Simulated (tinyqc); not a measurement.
# Transfer-length model of a contact: what changes with what

A metal contact of length d and width W on a thin layer of the same width. The metal has no resistance, the sheet resistance under it equals Rsh, and current enters the layer at the front edge x = 0.

Inputs (values chosen for the exercise):

| symbol | value | unit | meaning |
|---|---|---|---|
| Rsh | 1500 | ohm/sq | sheet resistance of the semiconductor layer |
| rc | 1.4e-7 | ohm cm^2 | specific contact resistivity |
| d | 0.18 | um | contact length |
| W | 5.2 | um | contact width |

Each table varies one quantity; the others keep the values above.

## Effect of the contact resistivity

Transfer length Lt = sqrt(rc/Rsh); front resistance Rc = (Rsh Lt/W) coth(d/Lt); end resistance Re = (Rsh Lt/W)/sinh(d/Lt).

Result of one run:
```
rc (ohm cm^2)  Lt (um)   d/Lt  Rc W (ohm um)
1.1e-8         0.02708  6.647          40.62
```

What becomes of these results when the specific contact resistivity rc is changed from 1.1e-8 to 8.7e-8 ohm cm^2, all else the same?

Result of the changed run:
```
rc (ohm cm^2)  Lt (um)   d/Lt  Rc W (ohm um)
8.7e-8         0.07616  2.364          116.3
```

The whole series:
```
rc (ohm cm^2)  Lt (um)    d/Lt  Rc W (ohm um)
3.9e-9         0.01612   11.16          24.19
1.1e-8         0.02708   6.647          40.62
3.1e-8         0.04546   3.959          68.24
8.7e-8         0.07616   2.364          116.3
2.5e-7          0.1291   1.394          219.0
6.9e-7          0.2145  0.8393          469.4
2e-6            0.3651  0.4930           1200
5.5e-6          0.6055  0.2973           3145
```

Rc W rises from 24.2 to 3150 ohm um, as rc^(0.50) between the first two rows (d/Lt = 11) and rc^(0.95) between the last two (d/Lt = 0.30); a long contact gives the power 1/2 and a short one 1. In 1 of the 8 rows Lt is below 20 nm, near the thickness of a real layer, where current spreads in depth and the line model fails.

## Effect of the sheet resistance

Same model as above.

Result of one run:
```
Rsh (ohm/sq)  Lt (um)    d/Lt  Rc W (ohm um)  Re W (ohm um)
410            0.1848  0.9741          101.0          66.72
```

What becomes of these results when the sheet resistance of the semiconductor layer Rsh is changed from 410 to 140 ohm/sq, all else the same?

Result of the changed run:
```
Rsh (ohm/sq)  Lt (um)    d/Lt  Rc W (ohm um)  Re W (ohm um)
140            0.3162  0.5692          86.00          73.73
```

The whole series:
```
Rsh (ohm/sq)  Lt (um)    d/Lt  Rc W (ohm um)  Re W (ohm um)
46             0.5517  0.3263          80.52          76.41
140            0.3162  0.5692          86.00          73.73
410            0.1848  0.9741          101.0          66.72
1200           0.1080   1.666          139.2          50.78
3700          0.06151   2.926          228.9          24.47
11000         0.03568   5.046          392.5          5.053
34000         0.02029   8.870          689.9         0.1938
```

Rc W rises from 80.5 to 690 ohm um while Re W falls from 76.4 to 0.194 ohm um; for Rsh going to zero both tend to rc/d = 77.8 ohm um. A larger Rsh shortens Lt and crowds the current to the front edge.

Computed by the program tinyqc: `OMP_NUM_THREADS=1 python tinyqc.py 2760026 2760027 out.jsonl`, one thread of a shared Intel Xeon 2.30GHz, about 0.01 s for the whole run.
